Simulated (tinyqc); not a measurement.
Capacitances against the space between lines.

Endless row of lines of width wl, height tl and space sl between grounded planes at distance hd; e2 fills the gaps beside the lines, e1 the rest. Laplace's equation is solved on meshes of 3, 6 and 12 steps per unit u and extrapolated (Aitken), which is good to about 0.2 %. C_even (all lines at 1 V) is the capacitance Cg to the planes; C_odd (neighbours in antiphase) = Cg + 4 Cc if only nearest neighbours couple, which defines Cc; total with quiet neighbours Cg + 2 Cc. Plate values 2 eps0 e1 wl/hd and eps0 e2 tl/sl.

Values chosen for this exercise:
```
symbol  value  unit                                          meaning
e1        3.9        relative permittivity above and below the lines
e2          1                relative permittivity between the lines
wl          4     u                           line width, in units u
tl         12     u                                      line height
hd          8     u                           distance to each plane
```

Constants: eps0 = 8.8541878128e-12 F/m. Results are converted to the units shown.

The same in every row: plate Cg (aF/um) = 34.5.

Capacitances against the space between lines:

| sl (u) | Cg (aF/um) | Cc (aF/um) | Cg + 2 Cc (aF/um) | C_odd (aF/um) | plate Cc (aF/um) | share of coupling, 2 Cc/(Cg + 2 Cc) (%) |
|---|---|---|---|---|---|---|
| 2 | 50.6 | 85.4 | 221 | 392 | 53.1 | 77.2 |
| 4 | 64.1 | 46.0 | 156 | 248 | 26.6 | 58.9 |
| 6 | 75.4 | 29.9 | 135 | 195 | 17.7 | 44.3 |
| 8 | 84.6 | 20.8 | 126 | 168 | 13.3 | 33.0 |
| 12 | 98.0 | 10.7 | 119 | 141 | 8.85 | 18.0 |
| 16 | 106 | 5.71 | 118 | 129 | 6.64 | 9.71 |
| 24 | 114 | 1.65 | 117 | 120 | 4.43 | 2.82 |

What does the comparison show?

As sl goes from 2 to 24, Cg rises from 50.6 to 114 aF/um, Cc falls from 85.4 to 1.65 aF/um and the share of coupling falls from 77.2 to 2.82 %. Cg is 1.46 times its plate value in the first row and 3.29 times in the last; for Cc the ratios are 1.61 and 0.372. Neighbours in antiphase raise the load by a factor of 1.77 and 1.03 over quiet ones. For sl = 2, 4 the planes are farther than 0.8 of the pitch, so second neighbours couple too and Cg + 2 Cc understates the quiet load by a per cent or more.

Numbers from tinyqc (`OMP_NUM_THREADS=1 python tinyqc.py 2790140 2790141 out.jsonl`; about 1 s on one thread of a shared Intel Xeon 2.30GHz).
